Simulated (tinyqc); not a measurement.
Electron mobility of a polar semiconductor by Rode's iterative solution of the Boltzmann equation: one step, computed by the program tinyqc. Command: `OMP_NUM_THREADS=1 python tinyqc.py 3023280 3023281 out.jsonl rode walk`. One thread of a shared host (Intel(R) Xeon(R) Processor @ 2.30GHz), about 0.01 s of CPU time with the checks.

The distribution is f(E) + e F l(E) (-df/dE) cos(theta) for a weak field F, theta counted from the force; l(E) is a mean free path. Elastic processes enter by their momentum rate, polar optical phonons by out- and in-scattering terms. One valley only: where upper valleys lie close, measured mobilities are lower. The density n is prescribed, even where a narrow-gap material would have more intrinsic carriers.

Question. The first two iterations on one ladder of the grid. Iteration: l_new(E) = [v(E) + c+ l(E + hbar w) + c- l(E - hbar w)]/(nu + S_o), from l = 0.

Inputs (values chosen for the exercise, for a model polar semiconductor): temperature T = 300 K.

Band: parabolic. Elastic processes: acoustic, piezoelectric, impurity.

Points j = s/2, s/2 + s, ... (the first seven rungs, or as many as the grid holds), rates in 1e12/s:
```
E (meV)   v (m/s)        nu       S_o        c+        c-
35.09    213813.7  0.814276   3.53107  1.443524   0.00000
98.89    358938.5  0.877569  28.00811  1.767803  10.14169
162.69   460388.3  0.997198  32.41280  1.825991  16.25968
226.49   543210.7  1.111446  32.60642  1.824694  18.25771
290.29   614978.4  1.217271  32.02227  1.804375  19.01478
354.09   679204.6  1.315558  31.26182  1.777467  19.27431
417.89   737861.4  1.407476  30.48594  1.748631  19.30279
```

Give: l after iteration 1; l after iteration 2 (all rungs but the last shown).

Answer.

l after iteration 1 (nm): 49.205  12.426  13.780  16.110  18.501  20.849  23.135

l after iteration 2 (all rungs but the last shown) (nm): 53.333  30.545  20.708  24.573  28.849  33.058

In-scattering lengthens l on the lowest rung by 8.4 % and on the second by 145.8 % in this step.
